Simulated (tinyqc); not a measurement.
From results back to parameters: five-level k.p model folded onto the conduction band. Three cases, with inputs chosen for the exercise.

Problem. The levels are known; the mass and the g factor at E = Eg are given. Find Ep and Ep2.

Second-order sums for the lowest conduction level at E: 1/m = 1 + Cm + (Ep/3)(2/E + 1/(E + Dso)) - (Ep2/3)(2/(E7 + D2 - E) + 1/(E7 - E)); g/2 = 1 + Cg - (Ep/3)(1/E - 1/(E + Dso)) - (Ep2/3)(1/(E7 - E) - 1/(E7 + D2 - E)). E is counted from the top of the valence band; E = Eg at the edge.

Find: coefficients of (Ep, Ep2); right-hand sides 1/m - 1 - Cm and 1 + Cg - g/2; Ep, Ep2.

Method. Both sums are linear in Ep and Ep2, so two equations fix them.

Case 1.

Values chosen (near those of GaAs; the results hold for these values, not for the real material): Eg = 1.489 eV (gap at Gamma to the s-like level); Dso = 0.335 eV (spin-orbit splitting); E7 = 4.44 eV (upper Gamma7 conduction level, from the valence top); D2 = 0.15 eV (its spin-orbit splitting, Gamma8 above Gamma7); Cm = -0.1 (remote term in 1/m); Cg = 0 (remote term in g/2).

m = 0.06585037 m0
g = -0.239162

Solution.

coefficients of (Ep, Ep2) (1/eV):
```
         1         2
1  0.63048  -0.32794
2  0.04112   0.00546
```

right-hand sides 1/m - 1 - Cm and 1 + Cg - g/2: 14.2859  1.1196

Ep, Ep2 (eV): 26.30  7.00

Case 2.

Values chosen (near those of CdTe; the results hold for these values, not for the real material): Eg = 1.629 eV (gap at Gamma to the s-like level); Dso = 0.934 eV (spin-orbit splitting); E7 = 5.23 eV (upper Gamma7 conduction level, from the valence top); D2 = 0.29 eV (its spin-orbit splitting, Gamma8 above Gamma7); Cm = -0.8 (remote term in 1/m); Cg = 0 (remote term in g/2).

m = 0.10053758 m0
g = -0.877496

Solution.

coefficients of (Ep, Ep2) (1/eV):
```
         1         2
1  0.53930  -0.26390
2  0.07457   0.00690
```

right-hand sides 1/m - 1 - Cm and 1 + Cg - g/2: 9.7465  1.4387

Ep, Ep2 (eV): 19.10  2.10

Case 3.

Values chosen (near those of CdTe; the results hold for these values, not for the real material): Eg = 1.584 eV (gap at Gamma to the s-like level); Dso = 0.904 eV (spin-orbit splitting); E7 = 5.15 eV (upper Gamma7 conduction level, from the valence top); D2 = 0.32 eV (its spin-orbit splitting, Gamma8 above Gamma7); Cm = -0.1 (remote term in 1/m); Cg = -0.02 (remote term in g/2).

m = 0.09506817 m0
g = -0.832530

Solution.

coefficients of (Ep, Ep2) (1/eV):
```
         1         2
1  0.55485  -0.26503
2  0.07646   0.00770
```

right-hand sides 1/m - 1 - Cm and 1 + Cg - g/2: 9.6188  1.3963

Ep, Ep2 (eV): 18.10  1.60

Computed by tinyqc, one run a case: `OMP_NUM_THREADS=1 python tinyqc.py N N+1 out.jsonl` with N = 1050021, 1050023, 1050034; one thread of a shared Intel(R) Xeon(R) Processor @ 2.30GHz, about 0.01 s a run at most.
